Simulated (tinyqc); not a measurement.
Mass anisotropy: shallow donor in an anisotropic valley (effective-mass theory).

One valley: H = -c [(d2/dx2 + d2/dy2)/mt + (d2/dz2)/ml] - q/(eps r), c = hbar^2/2m0, q = e^2/(4 pi eps0). Trial function exp(-sqrt((x^2 + y^2)/a^2 + z^2/b^2)) with a > b: T = (c/3)(2/(mt a^2) + 1/(ml b^2)), V = -(q/eps) atan(u/b)/u, u = sqrt(a^2 - b^2). The central cell of the impurity is left out.

Constants: hbar^2/2m0 = 3.80998211 eV angstrom^2; e^2/(4 pi eps0) = 14.39964547 eV angstrom; Ry = 13.60569312 eV; a0 (Bohr radius) = 0.5291772105 angstrom.

Parameters, chosen for this exercise (out of a larger set: near those of a group-V donor in Si; not measured data): mt = 0.193 m0 (transverse mass); eps = 11.2 (dielectric constant); xs = (1.5, 2.1, 3, 5, 12, 15, 55, 210) (ratios ml/mt).

mt and eps fixed, ml varied. Energies in units of Ry*(mt) = Ry mt/eps^2 and lengths in a*(mt) = a0 eps/mt; the last two columns use one mass, 3/(1/ml + 2/mt) or (ml mt^2)^(1/3).

Results:

| ml/mt | a/a* | b/a | binding | conductivity mass | density-of-states mass |
|---|---|---|---|---|---|
| 1.50 | 0.920 | 0.866 | 1.139 | 1.125 | 1.145 |
| 2.10 | 0.862 | 0.768 | 1.259 | 1.212 | 1.281 |
| 3.00 | 0.809 | 0.678 | 1.389 | 1.286 | 1.442 |
| 5.00 | 0.744 | 0.567 | 1.580 | 1.364 | 1.710 |
| 12.0 | 0.658 | 0.418 | 1.906 | 1.440 | 2.289 |
| 15.0 | 0.640 | 0.387 | 1.987 | 1.452 | 2.466 |
| 55.0 | 0.561 | 0.248 | 2.427 | 1.486 | 3.803 |
| 210 | 0.511 | 0.158 | 2.801 | 1.496 | 5.944 |

The binding grows from 1.14 to 2.80 Ry*(mt); for ml going to infinity the exact problem becomes two-dimensional, with 4 Ry*. The conductivity mass saturates at 1.5 and underbinds, by 14 % at ml/mt = 5; the density-of-states mass errs by +8 % there and by +112 % in the last row. With these mt and eps one unit is 20.93 meV.

tinyqc: `OMP_NUM_THREADS=1 python tinyqc.py 1252620 1252621 out.jsonl`; about 0.01 s, one thread, shared Intel(R) Xeon(R) Processor @ 2.30GHz.
